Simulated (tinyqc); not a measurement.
Inside a calculation. Method: coherent transport through a tight-binding region between two chains. One step of it, computed by the program tinyqc.

Task: Transmission at E = 0.65 eV. Surface Green function g = (E - i sqrt(4 t^2 - E^2)) / (2 t^2); self-energy tc^2 g on each contact site; G = (E - H - Sigma)^(-1); Gamma = -2 Im Sigma; T = Gamma_L Gamma_R |G_LR|^2; local density of states -Im G_ii / pi.

H of the central region (eV):
$$\begin{pmatrix}
0.000000 & -0.640000 & 0.000000 & -0.640000 \\
-0.640000 & 1.020000 & -0.640000 & 0.000000 \\
0.000000 & -0.640000 & 1.020000 & -0.640000 \\
-0.640000 & 0.000000 & -0.640000 & 0.000000
\end{pmatrix}$$

Leads: semi-infinite chains with site energy 0:
```
parameter                           value
lead hopping t (eV)              2.870000
coupling to the left lead (eV)   0.620000
coupling to the right lead (eV)  0.830000
left contact site                       1
right contact site                      2
```

E = 0.650000 eV

Give: g; G; local density of states; transmission.

Result:

g = 0.0395-0.3462i 1/eV

G (1/eV):
$$\begin{pmatrix}
1.3583-1.2813i & 1.1989+1.4105i & -0.0886+1.7099i & -1.2501-0.4220i \\
1.1989+1.4105i & -1.2414-3.0671i & -1.5498-2.8513i & 0.3454+1.4187i \\
-0.0886+1.7099i & -1.5498-2.8513i & -1.9358-2.9019i & 1.9932+1.1737i \\
-1.2501-0.4220i & 0.3454+1.4187i & 1.9932+1.1737i & 0.8069-0.7401i
\end{pmatrix}$$

local density of states (1/eV): [0.4078, 0.9763, 0.9237, 0.2356]

transmission = 0.4351
